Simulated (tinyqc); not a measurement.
From results back to parameters: Franz-Keldysh effect at a direct gap. Three cases, with inputs chosen for the exercise.

Problem. In modulation spectra the extrema of the oscillations lie at E_n = Eg + th (3 pi (n - 1/2)/4)^(2/3) (the phase constant is taken as pi/2 here), with th = (c (e Fd)^2/mr)^(1/3), mr = me mhh/(me + mhh), c = hbar^2/2m0; 1 kV/cm = 1e-5 V/angstrom. Extrema n = 2 and n = 4 are given; Eg and the field are hidden.

Constants: hbar^2/2m0 = 3.80998211 eV angstrom^2.

Find: th; Eg; Fd.

Method. E_n is linear in (3 pi (n - 1/2)/4)^(2/3): the slope is th and the intercept Eg; then e Fd = sqrt(th^3 mr/c).

Case 1.

Values chosen (out of a larger set: near those of InP; not measured data): me = 0.0771 m0 (electron mass); mhh = 0.593 m0 (heavy-hole mass).

E_2 = 1.39297 eV
E_4 = 1.43926 eV

Solution.

th = 26.28 meV
Eg = 1.332 eV
Fd = 57 kV/cm

Case 2.

Values chosen (out of a larger set: near those of GaAs; not measured data): me = 0.0686 m0 (electron mass); mhh = 0.507 m0 (heavy-hole mass).

E_2 = 1.50300 eV
E_4 = 1.58652 eV

Solution.

th = 47.41 meV
Eg = 1.393 eV
Fd = 1.3e+02 kV/cm

Case 3.

Values chosen (out of a larger set: near those of GaAs; not measured data): me = 0.0662 m0 (electron mass); mhh = 0.483 m0 (heavy-hole mass).

E_2 = 1.61633 eV
E_4 = 1.73274 eV

Solution.

th = 66.08 meV
Eg = 1.463 eV
Fd = 2.1e+02 kV/cm

Computed by tinyqc, one run a case: `OMP_NUM_THREADS=1 python tinyqc.py N N+1 out.jsonl` with N = 1650948, 1650988, 1651412; one thread of a shared Intel(R) Xeon(R) Processor @ 2.30GHz, about 0.01 s a run at most.
